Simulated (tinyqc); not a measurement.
Comparisons within one model: six-band Luttinger-Kohn model with strain. A value that a table varies takes the place of the one given here.

Six-band Luttinger-Kohn model in the basis |3/2,3/2>, |3/2,1/2>, |3/2,-1/2>, |3/2,-3/2>, |1/2,1/2>, |1/2,-1/2>, electron energies, zero at the top of the unstrained valence band. H = -[rows: (P+Q, -S, R, 0, -S/r2, r2 R); (-S*, P-Q, 0, R, -r2 Q, r32 S); (R*, 0, P-Q, S, r32 S*, r2 Q); (0, R*, S*, P+Q, -r2 R*, -S*/r2); (-S*/r2, -r2 Q, r32 S, -r2 R, P+Dso, 0); (r2 R*, r32 S*, r2 Q, -S/r2, 0, P+Dso)], r2 = sqrt(2), r32 = sqrt(3/2). Levels are twofold.

P = c g1 k^2 - av tr(e); Q = c g2 (kx^2 + ky^2 - 2 kz^2) - (b/2)(exx + eyy - 2 ezz); R = c sqrt3 [-g2 (kx^2 - ky^2) + 2i g3 kx ky] + (sqrt3/2) b (exx - eyy) - i d exy; S = 2 c sqrt3 g3 (kx - i ky) kz - d (exz - i eyz); c = hbar^2/2m0, e the strain tensor (not engineering shear).

s11 = (C11 + C12)/((C11 - C12)(C11 + 2 C12)), s12 = -C12/((C11 - C12)(C11 + 2 C12)), s44 = 1/C44; exx = s11 sxx + s12 (syy + szz) and cyclic, exy = s44 sxy/2; tension is positive. A uniaxial stress X along the unit vector n is s_ij = X n_i n_j.

Constants: hbar^2/2m0 = 3.80998211 eV angstrom^2.

Values chosen for the exercise (near those of GaSb; not measured data):
- Dso = 0.765 eV (spin-orbit splitting)
- g1 = 13.43 (Luttinger gamma1)
- g2 = 4.69 (gamma2)
- g3 = 6.01 (gamma3)
- av = 0.81 eV (valence hydrostatic potential)
- b = -2.02 eV (tetragonal shear potential)
- d = -4.74 eV (trigonal shear potential)
- C11 = 88.4 GPa
- C12 = 40.6 GPa
- C44 = 43.3 GPa
- load = uniaxial [111] (kind of stress)
- X1 = 1.6 GPa (size of the stress)
- E_h = 10 meV (hole energy below the top)
- X = -0.51 GPa (stress)

## Sweep of a uniaxial [111] stress

Edges at k = 0 and curvature masses of the top pair along [100] and [001] (step 0.0002 1/angstrom); at zero stress the top is fourfold and has no single curvature.

Edges and masses:
```
X (GPa)  top (eV)  second (eV)  third (eV)  splitting (meV)  m [100]  m [001]
-2.10      0.0668      -0.0764     -0.7855            143.2    0.074    0.074
-1.40      0.0424      -0.0509     -0.7765             93.3    0.074    0.074
-0.70      0.0200      -0.0255     -0.7696             45.5    0.074    0.074
0.00       0.0000       0.0000     -0.7650              0.0        -        -
0.70       0.0255      -0.0175     -0.7630             42.9    0.074    0.074
1.40       0.0509      -0.0322     -0.7637             83.1    0.074    0.074
2.10       0.0764      -0.0439     -0.7674            120.3    0.074    0.074
```

The splitting reaches 143.2 meV under compression and 120.3 meV under the same tension; linear shear terms alone would make the two equal, and the difference comes from the coupling to the split-off band. At the ends of the sweep the top pair has a mass along [100] of 0.074 under compression and 0.074 under tension, nearly the same; along [001] it has 0.074 and 0.074. The top edge itself moves by +67 and +76 meV. The ends of the sweep mean strains up to 2.0 %, beyond the range of linear deformation potentials.

## Which stress helps holes along [110]

Each load has size X1 (biaxial: sxx = syy); masses are curvatures of the top pair at k = 0.

Results:
```
load                         splitting (meV)  top edge (meV)  m [110]  m [001]
uniaxial [110], compression            117.4            54.8    0.036    0.147
uniaxial [110], tension                102.8            63.3    0.413    0.050
uniaxial [100], compression            146.1            70.8    0.061    0.137
uniaxial [100], tension                122.4            75.3    0.090    0.055
uniaxial [111], compression            107.3            49.1    0.048    0.074
uniaxial [111], tension                 94.0            58.2    0.135    0.074
biaxial (001), compression             122.4            52.3    0.055    0.247
biaxial (001), tension                 146.1            93.7    0.137    0.039
```

The lightest mass along [110] (0.036) comes with uniaxial [110], compression. The largest splitting (146.1 meV) comes with uniaxial [100], compression; biaxial (001), tension. The heaviest mass along [001] (0.247), which lowers the confinement energy in a (001) channel, comes with biaxial (001), compression. The splitting per GPa follows b (s11 - s12) for loads along cube axes and d s44 for [111]: here 2 |b| (s11 - s12) = 84.5 and |d| s44/sqrt3 = 63.2 meV per GPa in the limit of large Dso; where the splitting nears Dso, mixing with the split-off band makes it depend on the sign of the load.

## Warping of the constant-energy contours (six-band Luttinger-Kohn model)

No strain (e = 0). In the plane kz = 0, |k| where the top and second pairs lie E_h below the top, against the angle from [100]; m = c k^2/E_h.

Contours:
```
angle (degrees)  k top (1/angstrom)  k second (1/angstrom)  m top (m0)  m second (m0)
0                            0.0255                 0.0108       0.247          0.044
9                            0.0262                 0.0107       0.261          0.044
18                           0.0282                 0.0106       0.303          0.043
27                           0.0314                 0.0104       0.376          0.042
36                           0.0348                 0.0103       0.463          0.041
45                           0.0365                 0.0103       0.507          0.040
```

The heavy contour reaches 1.432 times as far along [110] as along [100], the light one 0.959 times. The warping follows g3 - g2 = 1.32 and would vanish for g2 = g3. Along [100] the heavy mass is 1/(g1 - 2 g2) = 0.247 at any energy, while the light one is 0.0440, against 1/(g1 + 2 g2) = 0.0438 at the edge, for E_h/Dso = 0.01.

## What each parameter does

Edges at k = 0 under a uniaxial [111] stress X and the curvature mass of the top pair along [100] (step 0.0002 1/angstrom). Each row changes one parameter from the base and keeps the others.

Results:
```
case              top (eV)  second (eV)  third (eV)  mass (m0)
base                0.0143      -0.0186     -0.7681      0.074
C12 = 48.72 GPa     0.0146      -0.0183     -0.7679      0.074
C11 = 106.08 GPa    0.0146      -0.0183     -0.7679      0.074
g1 = 16.116         0.0143      -0.0186     -0.7681      0.062
b = -1.616 eV       0.0143      -0.0186     -0.7681      0.074
g3 = 7.212          0.0143      -0.0186     -0.7681      0.074
X = -0.408 GPa      0.0114      -0.0148     -0.7674      0.074
C44 = 51.96 GPa     0.0115      -0.0159     -0.7679      0.074
```

The largest shifts from the base row, up to three for each result and ties (the steps differ in size, so this ranks the rows, not the parameters). top (eV): X -0.0030, C44 -0.0029, C11 +0.0002, C12 +0.0002; unchanged at the printed digits by g1, b and g3. second (eV): X +0.0037, C44 +0.0027, C11 +0.0002, C12 +0.0002; unchanged at the printed digits by g1, b and g3. third (eV): X +0.0007, C11 +0.0002, C12 +0.0002, C44 +0.0002; unchanged at the printed digits by g1, b and g3. mass (m0): g1 -0.012; unchanged at the printed digits by C12, C11, b, g3, X and C44. The Luttinger parameters multiply k^2 and cannot move the edges; av shifts all edges alike and leaves the mass.

Run: tinyqc, `OMP_NUM_THREADS=1 python tinyqc.py 1080096 1080097 out.jsonl`; Intel(R) Xeon(R) Processor @ 2.30GHz, one thread, shared host; about 0.03 s of CPU time with all checks.
